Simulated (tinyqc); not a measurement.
Doping and thickness from pinch-off voltage and conductance.

Inverse problem. A uniform channel has Vp = q Nd a^2/(2 eps0 eps_r) and G0 = q mu Nd a W/L. Find a and Nd.

Parameters, values chosen for the exercise; material values close to those of gallium arsenide: relative permittivity of the semiconductor eps_r = 13; low-field mobility at this doping mu = 3600 cm^2/(V s); gate length L = 0.5 um; gate width W = 200 um.

Constants: q = 1.602176634e-19 C, eps0 = 8.8541878128e-14 F/cm where lengths are in cm. Results are converted to the units shown.

Vp = 1.5435701 V
G0 = 574.93788 mS

Answer. G0 gives the product Nd a and Vp gives Nd a^2; their ratio is a.

a = 89.0 nm
Nd = 2.80e17 cm^-3

Numbers from tinyqc (`OMP_NUM_THREADS=1 python tinyqc.py 2500056 2500057 out.jsonl`; about 0.05 s on one thread of a shared Intel Xeon 2.30GHz).
